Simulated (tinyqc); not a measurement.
# Spin coating of a resist or spin-on film: centrifugal thinning, evaporation and the final thickness (Emslie and Meyerhofer models), step by step

A worked calculation. Computed by tinyqc, a small Python program that keeps every step. Command: `OMP_NUM_THREADS=1 python tinyqc.py 3113926 3113927 out.jsonl spincoat walk`. One thread of a shared host (Intel(R) Xeon(R) Processor @ 2.30GHz), about 0.07 s of CPU time with the checks. Intermediate numbers are printed to about 7 digits and carried at full precision; extremes and crossings named in words are read from the listed rows.

A Newtonian film stays uniform over the wafer; solvent and solids have the same density and the concentration is uniform through the thickness.

Inputs (values chosen for the exercise, of the order of those of a polymer resist in an ester solvent):
```
quantity,value,unit
solids volume fraction c0,0.21,-
kinematic viscosity of the solvent nu_s,2.4,mm^2/s
viscosity constant k,890,mm^2/s
viscosity exponent gamma,2,-
spin speed f,2500,rpm
evaporation rate at 1000 rpm e0,0.1,micrometre/s
starting thickness h0,200,micrometre
time t,2.8,s
wafer radius R,50,mm
shrinkage in the bake,1.5,%
```

## Rates

omega = 2 pi f/60; nu(c) = nu_s + k c^gamma; evaporation rate e = e0 sqrt(f/1000 rpm). Flow constant K = 2 omega^2/(3 nu(c0)); Reynolds number of the air omega R^2/nu_air with nu_air = 15 mm^2/s.

omega = 261.7994 1/s

nu(c0) = 41.649 mm^2/s

evaporation rate e = 0.1581139 micrometre/s

flow constant K = 0.001097088 1/(micrometre^2 s)

Reynolds number of the air = 43633.23

## Thinning without evaporation

dh/dt = -K h^3 gives h = h0/sqrt(1 + 2 K h0^2 t); for long times h = 1/sqrt(2 K t).

h(t) without evaporation = 12.73220 micrometre

long-time form = 12.75808 micrometre

time 1/(2 K h0^2) = 0.01139380 s

The long-time form is within 0.20 %: the starting thickness is forgotten.

## The two-stage estimate

Meyerhofer estimate: flow rules until (1 - c0) K h^3 = e, then evaporation alone: h_w = (e/((1 - c0) K))^(1/3), dry film c0 h_w.

wet thickness h_w = 5.671533 micrometre

dry film, estimate = 1191.022 nm

drying time (1 - c0) h_w/e = 28.33724 s

## First explicit step of the full model

Solids s and liquid l per area start at s = c0 h0, l = (1 - c0) h0. With h = h0 and c = c0: Q = K h^3, K = 2 omega^2/(3 nu); one Euler step of length dt = 0.01 h0/Q for s and l, ds/dt = -c Q, dl/dt = -(1 - c) Q - e.

Q = 8776.703 micrometre/s

dt = 2.278760e-04 s

s = 41.58 micrometre

l = 156.4200 micrometre

Q/e at the start = 55508.74

## The full model

Full model for solids s and liquid l per area, h = s + l, c = s/h: ds/dt = -c Q, dl/dt = -(1 - c) Q - e, Q = 2 omega^2 h^3/(3 nu(c)); integrated adaptively (relative tolerance 1e-9) until l = 0. Dry film = s at l = 0, before the bake; film after the bake = s x (1 - shrinkage).

time to dry = 36.15429 s

dry film = 1298.304 nm

film after the bake = 1278.829 nm

## Course in time

Times are fractions of the time to dry.

History:
```
fraction,t (s),h (micrometre),c,nu (mm^2/s),Q/e,s (nm)
0.003,0.10846,61.66108,0.2100418,41.6646,1.626081e+03,12951.40
0.010,0.36154,34.94904,0.2102351,41.7369,2.955706e+02,7347.51
0.030,1.08463,20.36563,0.2111926,42.0961,5.798667e+01,4301.07
0.100,3.61543,11.11985,0.2173135,44.4304,8.943209e+00,2416.49
0.200,7.23086,7.73587,0.2314802,50.0889,2.670930e+00,1790.70
0.350,12.65400,5.59217,0.2642343,64.5396,7.830528e-01,1477.64
0.500,18.07715,4.32823,0.3148012,90.5988,2.586337e-01,1362.53
0.700,25.30801,3.03714,0.4315091,168.1181,4.815672e-02,1310.55
0.900,32.53886,1.87117,0.6943576,431.4979,4.387689e-03,1299.26
```

Q/e drops below 1 between t = 7.2 and 13 s, when c has risen from 0.21 to about 0.264; after that row the solids fall by a further 12 %. The full model gives 1.09 times the two-stage estimate.

## Spin curve

The formulas are those given above.

Dry film against speed:
```
f (rpm),full model (nm),estimate (nm),time to dry (s)
500,2902.805,2663.206,180.5391
1000,2052.739,1883.171,90.3424
1500,1676.084,1537.603,60.2443
2000,1451.542,1331.603,45.1893
3000,1185.187,1087.249,30.1302
4000,1026.404,941.586,22.5991
6000,838.058,768.801,15.0671
```

The full thickness goes as f^-0.500; the estimate as (e/omega^2)^(1/3) = f^(-1/2). The time to dry goes as f^-1.00. A thickness window of 1 % allows a speed error of about 2 %.

Checks made by the program: constant-viscosity run against c0 h0 exp(-int K h^2 dt) (relative difference 9e-06).
